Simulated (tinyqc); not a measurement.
From results back to parameters: six-band hole subbands of a thin body in a field. Five cases, with inputs chosen for the exercise.

Problem. Without spin-orbit coupling the masses along a normal n are the inverse eigenvalues of C(n n^T)/c: 1/(g1 - 2 g2) twice and 1/(g1 + 4 g2) on (001); 1/(g1 - 2 g3) twice and 1/(g1 + 4 g3) on (111); on (110) 1/(g1 + g2 - 3 g3), 1/(g1 - 2 g2) and 1/(g1 + g2 + 3 g3). Three masses were computed from hidden g1, g2, g3.

Case 1.

heavy and light mass on (001) (m0): 0.279330  0.177936

heavy mass on (111) = 0.735294 m0

Case 2.

heavy and light mass on (001) (m0): 0.204918  0.032852

heavy mass on (111) = 0.490196 m0

Case 3.

heavy and light mass on (001) (m0): 0.207039  0.032971

heavy mass on (111) = 0.512821 m0

Case 4.

heavy and light mass on (001) (m0): 0.276243  0.176678

heavy mass on (111) = 0.714286 m0

Case 5.

heavy and light mass on (001) (m0): 0.277778  0.177305

heavy mass on (111) = 0.714286 m0

Find: g1, g2, g3; heaviest mass on (110).

Solution. The inverse masses on (001) differ by 6 g2, which gives g2 and g1; g3 = (g1 - 1/m(111))/2.

Case 1.

g1, g2, g3: 4.26  0.34  1.45

heaviest mass on (110) = 4.00 m0

Case 2.

g1, g2, g3: 13.40  4.26  5.68

heaviest mass on (110) = 1.61 m0

Case 3.

g1, g2, g3: 13.33  4.25  5.69

heaviest mass on (110) = 1.96 m0

Case 4.

g1, g2, g3: 4.30  0.34  1.45

heaviest mass on (110) = 3.45 m0

Case 5.

g1, g2, g3: 4.28  0.34  1.44

heaviest mass on (110) = 3.33 m0

Computed by tinyqc, one run a case: `OMP_NUM_THREADS=1 python tinyqc.py N N+1 out.jsonl` with N = 1251510, 1251527, 1251533, 1251581, 1251584; one thread of a shared Intel(R) Xeon(R) Processor @ 2.30GHz, about 0.6 s a run at most.
